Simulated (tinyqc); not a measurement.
# Frequency dispersion of an accumulation capacitance by border traps, distributed model: two studies

Traps spread evenly through the insulator exchange electrons with the semiconductor by tunnelling, with tau(x) = t0 exp(2 ka x) at depth x from the interface. The admittance per area Y seen at depth x obeys dY/dx = -Y^2/(i w eps0 eox) + q Nb ln(1 + i w tau)/tau, with Y(0) = i w Cs and w = 2 pi f; the gate sees Y(tox) = G + i w C. Working variable y = Y/(i w), in uF/cm^2. Cox = eps0 eox/tox.

Inputs (values chosen for the exercise); permittivity close to that of silicon dioxide: relative permittivity of the insulator eox = 3.75; insulator thickness tox = 8.6 nm; semiconductor capacitance in accumulation Cs = 0.89 uF/cm^2; density of border traps Nb = 5e19 cm^-3 eV^-1; decay constant of the wave function in the insulator ka = 4.5 1/nm; time constant of a trap at the interface t0 = 4e-11 s; frequency f = 1000 Hz.

Constants: q = 1.602176634e-19 C, eps0 = 8.8541878128e-14 F/cm where lengths are in cm. Results are converted to the units shown.

Each table varies one quantity; the others keep the values above.

## Capacitance and loss against frequency

Cox; trap-free value 1/(1/Cox + 1/Cs); response depth d = ln(1/(w t0))/(2 ka), where w tau = 1; lumped estimate: all traps within d act as C_bt = q Nb d placed at d/2, so C = 1/{1/[1/(1/Cs + d/(2 eps0 eox)) + C_bt] + (tox - d/2)/(eps0 eox)}. C and G from a fine integration; dispersion -d C/d log10 f over C, from f times and over 1.1. For a broad spread of time constants G/w is close to -(pi/2) dC/d ln w.

The same in every row: trap-free C (uF/cm^2) = 0.2693.

Capacitance and loss against frequency:
```
f (Hz)  d (nm)  C (uF/cm^2)  G/w (uF/cm^2)  dispersion (% a decade)  -(pi/2) dC/d ln w (uF/cm^2)  lumped C (uF/cm^2)
10       2.200       0.3940       0.009199                    3.418                     0.009185              0.3750
100      1.944       0.3807       0.008890                    3.417                     0.008876              0.3651
1000     1.689       0.3679       0.008674                    3.449                     0.008657              0.3550
10000    1.433       0.3553       0.008561                    3.524                     0.008542              0.3446
1e5      1.177       0.3428       0.008572                    3.655                     0.008548              0.3336
1e6     0.9210       0.3302       0.008737                    3.865                     0.008706              0.3221
1e7     0.6651       0.3172       0.009102                    4.189                     0.009064              0.3095
```

C falls from 0.3940 to 0.3172 uF/cm^2, towards the trap-free 0.2693; each decade of frequency removes ln 10/(2 ka) = 0.256 nm from the response depth. The dispersion rises from 3.42 to 4.19 % a decade and G/w goes from 0.00920 through a minimum of 0.00856 (at f = 10000 Hz among the rows listed) to 0.00910 uF/cm^2. G/w stays at 1.00 times -(pi/2) dC/d ln w, the relation for a broad spread of time constants.

## Effect of the density of border traps

Same model as above.

The same in every row: d (nm) = 1.689; trap-free C (uF/cm^2) = 0.2693.

Effect of the density of border traps:
```
Nb (cm^-3 eV^-1)  C (uF/cm^2)  G/w (uF/cm^2)  dispersion (% a decade)  -(pi/2) dC/d ln w (uF/cm^2)  lumped C (uF/cm^2)
1e18                   0.2733       5.428e-4                   0.2910                     5.425e-4              0.2729
2e18                   0.2772       0.001047                   0.5535                     0.001047              0.2764
6e18                   0.2912       0.002742                    1.380                     0.002741              0.2889
1e19                   0.3031       0.004038                    1.952                     0.004036              0.2994
3e19                   0.3440       0.007411                    3.154                     0.007403              0.3349
7e19                   0.3837       0.009251                    3.526                     0.009230              0.3680
2e20                   0.4254        0.01013                    3.482                      0.01010              0.4002
4e20                   0.4449        0.01058                    3.479                      0.01056              0.4128
```

What does the comparison show?

As Nb goes from 1e18 to 4e20, C rises from 0.273 to 0.445 uF/cm^2, the dispersion goes from 0.291 through a maximum of 3.53 (at Nb = 7e19 among the rows listed) to 3.48 % a decade and G/w rises from 5.43e-4 to 0.0106 uF/cm^2. The lumped estimate is 0.15 % below C in the first row and 7.2 % below it in the last. The dispersion goes as Nb^(0.93) between the first two rows and Nb^(0.00) between the last two: dense traps near the interface screen those behind them.

Computed by the program tinyqc: `OMP_NUM_THREADS=1 python tinyqc.py 2202165 2202166 out.jsonl`, one thread of a shared Intel Xeon 2.30GHz, about 0.7 s for the whole run.
